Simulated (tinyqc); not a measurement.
Electron mobility in a silicon inversion layer, empirical terms and Matthiessen rule: one step of the calculation.

Inversion layer of sheet density Ns on a uniformly doped body. The mobility terms are empirical power laws with prefactors chosen for the exercise; adding their inverses (Matthiessen) is itself an approximation.

Task. Depletion charge and effective field. ni = sqrt(Nc Nv) exp(-Eg/(2 Vt)), Eg in volts; Ndep = sqrt(2 eps0 eps_r Nb (2 Vt ln(Nb/ni) + Vsb)/q); E = q (Ndep + eta Ns)/(eps0 eps_r), in MV/cm.

Values chosen for this exercise; material values close to those of silicon:
- T = 350 K (temperature)
- Eg = 1.12 eV (band gap)
- eps_r = 11.8 (relative permittivity of the semiconductor)
- Nc = 3.58e19 cm^-3 (conduction-band density of states at T)
- Nv = 3.36e19 cm^-3 (valence-band density of states at T)
- Nb = 5.7e17 cm^-3 (body doping)
- Vsb = 1 V (reverse body bias)
- eta = 0.5 (weight of the inversion charge in the effective field)
- Ns = 6.8e11 cm^-2 (inversion density)

Constants: q = 1.602176634e-19 C, kB = 1.380649e-23 J/K, Vt = kB T/q, eps0 = 8.8541878128e-14 F/cm where lengths are in cm. Results are converted to the units shown.

Find: ni; Ndep; E.

Result.

ni = 2.9955e11 cm^-3
Ndep = 3.7307e12 cm^-2
E = 0.62423 MV/cm

The depletion charge gives 91.6 % of the field.

Computed by the program tinyqc: `OMP_NUM_THREADS=1 python tinyqc.py 2510057 2510058 out.jsonl`, one thread of a shared Intel Xeon 2.30GHz, about 0.01 s for the whole run.
